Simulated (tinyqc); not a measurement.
# p-n junction with a stepped n side, non-linear Poisson equation by Newton steps: capacitance and field against bias

One dimension, p side on the left, n side on the right; net doping C = -Na for x < 0, +N1 for 0 < x < L1 and +Nd beyond. The potential psi is counted from the intrinsic level, and the quasi-Fermi potentials are flat: 0 for holes and -V for electrons, so n = ni exp((psi + V)/Vt) and p = ni exp(-psi/Vt) (Boltzmann statistics, full ionisation, no current). Under reverse bias this makes the minority densities vanishingly small everywhere; they play no part in the charge.

The Poisson equation d/dx(eps0 eps_r dpsi/dx) = -q (p - n + C) is solved on a mesh of more than 1000 nodes that ends in neutral material (psi_p = -Vt ln(Na/ni), psi_n = Vt ln(Nd/ni) - V). C_j = q d/dV of the integral of p over x, from the linearised equation. ni = sqrt(Nc Nv) exp(-Eg/(2 Vt)), Eg in volts. Depletion approximation: Vbi = Vt ln(Na Nd/ni^2), W = sqrt(2 eps0 eps_r (Vbi - V)(1/Na + 1/Nd)/q), xp = W Nd/(Na + Nd), xn = W Na/(Na + Nd), peak field 2 (Vbi - V)/W, capacitance eps0 eps_r/W. The last column applies it to an abrupt Na-Nd junction.

Inputs (values chosen for the exercise); band and dielectric values close to those of silicon:
- T = 273 K (temperature)
- Eg = 1.11 eV (band gap)
- eps_r = 11.6 (relative permittivity)
- Nc = 2.47e19 cm^-3 (conduction-band density of states at T)
- Nv = 2.31e19 cm^-3 (valence-band density of states at T)
- Na = 1e16 cm^-3 (acceptor density of the p side)
- Nd = 4.1e16 cm^-3 (donor density of the n side)
- L1 = 59 nm (width of the first n layer)
- N1 = 1.2e17 cm^-3 (donor density of the first n layer)

Constants: q = 1.602176634e-19 C, kB = 1.380649e-23 J/K, Vt = kB T/q, eps0 = 8.8541878128e-14 F/cm where lengths are in cm. Results are converted to the units shown.

Capacitance and field against bias:

| V (V) | peak \|E\| (kV/cm) | C_j (nF/cm^2) | 1/C_j^2 (cm^4/uF^2) | eps0 eps_r/C_j (nm) | abrupt depletion C (nF/cm^2) |
|---|---|---|---|---|---|
| 0.12 | 43.22 | 34.61 | 834.6 | 296.7 | 31.72 |
| -1 | 71.06 | 20.77 | 2319 | 494.6 | 19.29 |
| -2.13 | 91.06 | 16.16 | 3829 | 635.5 | 15.08 |
| -3.25 | 107.2 | 13.66 | 5357 | 751.8 | 12.82 |
| -4.38 | 121.3 | 11.99 | 6956 | 856.6 | 11.33 |
| -5.5 | 133.7 | 10.78 | 8603 | 952.7 | 10.27 |
| -6.63 | 145.0 | 9.853 | 1.030e4 | 1042 | 9.450 |
| -7.75 | 155.3 | 9.131 | 1.199e4 | 1125 | 8.807 |
| -8.88 | 165.0 | 8.543 | 1.370e4 | 1202 | 8.276 |
| -10 | 174.1 | 8.059 | 1.540e4 | 1274 | 7.834 |

With V going from 0.12 to -10 V, C_j falls from 34.6 to 8.06 nF/cm^2 and the peak field rises from 43.2 to 174 kV/cm. The slope of 1/C_j^2, read as N = 2/(q eps0 eps_r |slope|), gives 9.17e15 cm^-3 between the first two rows and 8.04e15 cm^-3 between the last two, against Na Nd/(Na + Nd) = 8.04e15 cm^-3; it is not a straight line, so no single doping describes it. At the end C_j goes as (Vbi - V)^(-0.53) with Vbi = 0.777 V, and it is 2.9 % above the abrupt depletion formula (at the first row 9.1 % above it).

Program tinyqc, `OMP_NUM_THREADS=1 python tinyqc.py 2000044 2000045 out.jsonl`; Intel Xeon 2.30GHz, shared host, one thread, about 0.03 s.
